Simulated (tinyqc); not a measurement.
Raising U: Hubbard chain of 5 sites, mean field against exact. Computed by the program tinyqc. Collinear unrestricted mean field (the lowest of 40 random starts) against exact diagonalisation.

one-body matrix (hopping and site energies) (eV):
```
         1        2        3        4        5
1  -0.1600  -1.9100   0.0000   0.0000   0.0000
2  -1.9100  -0.6000  -1.9100   0.0000   0.0000
3   0.0000  -1.9100  -0.1100  -1.9100   0.0000
4   0.0000   0.0000  -1.9100  -0.2400  -1.9100
5   0.0000   0.0000   0.0000  -1.9100   0.2500
```

electrons, up and down: 3  2

Exact and mean-field results (eV):
```
U            U/t     E exact  E mean field  mean |n_up - n_down|  double occupancy, exact  first gap in the sector
0.9500    0.4974  -10.282547    -10.240782                0.2281                   0.2145                   1.7649
1.9100    1.0000   -9.305038     -9.138824                0.2747                   0.1927                   1.6987
3.8200    2.0000   -7.671024     -7.092837                0.4547                   0.1500                   1.4891
5.7300    3.0000   -6.421449     -5.525916                0.6810                   0.1130                   1.2729
11.4600   6.0000   -4.248471     -3.355412                0.9124                   0.0491                   0.8150
15.2800   8.0000   -3.502422     -2.748634                0.9504                   0.0309                   0.6417
22.9200  12.0000   -2.675997     -2.127065                0.9778                   0.0150                   0.4443
38.2000  20.0000   -1.967754     -1.622653                0.9920                   0.0057                   0.2721
```

Estimate the missing row, U = 7.64.

Computed row:
```
U          U/t    E exact  E mean field  mean |n_up - n_down|  double occupancy, exact  first gap in the sector
7.6400  4.0000  -5.485609     -4.502677                0.8088                   0.0844                   1.0863
```

In absolute terms mean field is worst at U/t = 4.0, 0.983 eV too high: at small U it is nearly exact, and at large U it misses only exchange-scale energies. Relative to the exact energy its error is 0.4 % at the smallest U, 22 % at most and 18 % at the largest. The double occupancy falls from 0.215 to 0.006.
